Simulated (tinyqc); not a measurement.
# Threshold of a short bulk MOSFET: charge sharing, barrier lowering, narrow width: what changes with what

n-channel device on a p-type body, depletion approximation, full ionisation. Uniform doping N = Na. Vbi from Boltzmann statistics is rough for the degenerate source. Cox = eps0 eox/tox.

Inputs (values chosen for the exercise); band and dielectric values close to those of silicon:
- T = 300 K (temperature)
- Eg = 1.14 eV (band gap)
- eps_r = 11.6 (relative permittivity)
- Nc = 2.76e19 cm^-3 (conduction-band density of states at T)
- Nv = 2.67e19 cm^-3 (valence-band density of states at T)
- eox = 3.9 (relative permittivity of the gate insulator (close to silicon dioxide))
- tox = 9.5 nm (insulator thickness)
- Na = 6.3e16 cm^-3 (channel doping)
- Nsd = 1e20 cm^-3 (source and drain doping)
- Vfb = -0.85 V (flat-band voltage for the doping Na)
- xj = 43 nm (junction depth)
- Vbs = 0 V (body-source voltage)
- Vds = 0.05 V (drain-source voltage)
- W = 520 nm (gate width)
- xw = 0 (shape factor of the fringing depletion at the width edges)
- L = 810 nm (channel length)

Constants: q = 1.602176634e-19 C, kB = 1.380649e-23 J/K, Vt = kB T/q, eps0 = 8.8541878128e-14 F/cm where lengths are in cm. Results are converted to the units shown.

Each table varies one quantity; the others keep the values above.

## Threshold roll-off against channel length

ni = sqrt(Nc Nv) exp(-Eg/(2 Vt)), Eg in volts; 2 pB = 2 Vt ln(N/ni); flat band Vfb - Vt ln(N/Na); Wd = sqrt(2 eps0 eps_r (2 pB - Vbs)/(q N)); body term q N Wd/Cox; long-channel VT0 = flat band + 2 pB + body term; Vbi = Vt ln(N Nsd/ni^2); scale length l = sqrt((eps_r/eox) tox Wd). Charge sharing (trapezoid; it ignores Vds): F = (xj/L)(sqrt(1 + 2 Wd/xj) - 1), lowering = body term times F. Barrier lowering: th = exp(-L/(2 l)) + 2 exp(-L/l), lowering = th [2 (Vbi - 2 pB) + Vds], DIBL = th. Narrow width: rise = body term times xw Wd/W. VT by each model = VT0 - lowering + rise. DIBL under 0.001 mV/V is printed as 0.

The same in every row: N (cm^-3) = 6.300e16; VT0 (V) = 0.3365.

Threshold roll-off against channel length:
```
L (nm),L/l,F,DIBL (mV/V),"VT, charge sharing (V)","VT, barrier lowering (V)"
190,3.139,0.3738,294.9,0.2019,0.2094
280,4.626,0.2537,118.6,0.2451,0.2854
400,6.608,0.1776,39.44,0.2725,0.3195
580,9.581,0.1225,8.445,0.2924,0.3328
840,13.88,0.08455,0.9718,0.3060,0.3361
1200,19.82,0.05919,0.04959,0.3152,0.3365
1700,28.08,0.04178,0,0.3214,0.3365
2500,41.30,0.02841,0,0.3263,0.3365
3600,59.47,0.01973,0,0.3294,0.3365
```

What does the comparison show?

VT by barrier lowering rises from 0.209 to 0.336 V and VT by charge sharing rises from 0.202 to 0.329 V. DIBL is under 100 mV/V from L = 400 nm on among the rows (th = 0.1 at L/l = 4.92). For L = 190 DIBL exceeds 250 mV/V, where the barrier formula is rough.

## Effect of the channel doping

Same model as above.

Vfb is held fixed.

Result of one run:
```
Na (cm^-3),N (cm^-3),VT0 (V),L/l,F,DIBL (mV/V),"VT, charge sharing (V)","VT, barrier lowering (V)"
1e17,1.0000e17,0.46047,14.913,0.075381,0.57842,0.42578,0.46024
```

What becomes of these results when the channel doping Na is changed from 1e17 to 1.8e17 cm^-3, all else the same?

Result of the changed run:
```
Na (cm^-3),N (cm^-3),VT0 (V),L/l,F,DIBL (mV/V),"VT, charge sharing (V)","VT, barrier lowering (V)"
1.8e17,1.8000e17,0.65903,17.122,0.061803,0.19147,0.62019,0.65896
```

The whole series:
```
Na (cm^-3),N (cm^-3),VT0 (V),L/l,F,DIBL (mV/V),"VT, charge sharing (V)","VT, barrier lowering (V)"
1.3e16,1.3000e16,0.050071,9.2560,0.14273,9.9652,0.027905,0.044962
2.1e16,2.1000e16,0.12021,10.350,0.12363,5.7204,0.095402,0.11742
3.6e16,3.6000e16,0.21485,11.738,0.10474,2.8416,0.18684,0.21354
6.1e16,6.1000e16,0.32870,13.280,0.088602,1.3103,0.29733,0.32813
1e17,1.0000e17,0.46047,14.913,0.075381,0.57842,0.42578,0.46024
1.8e17,1.8000e17,0.65903,17.122,0.061803,0.19147,0.62019,0.65896
3e17,3.0000e17,0.88037,19.311,0.051696,0.064064,0.83781,0.88035
5e17,5.0000e17,1.1617,21.785,0.042992,0.018596,1.1154,1.1617
```

As Na goes from 1.3e16 to 5e17, VT0 rises from 0.0501 to 1.16 V, DIBL falls from 9.97 to 0.0186 mV/V, F falls from 0.143 to 0.0430 and VT by barrier lowering rises from 0.0450 to 1.16 V.

Numbers from tinyqc (`OMP_NUM_THREADS=1 python tinyqc.py 2002157 2002158 out.jsonl`; about 0.01 s on one thread of a shared Intel Xeon 2.30GHz).
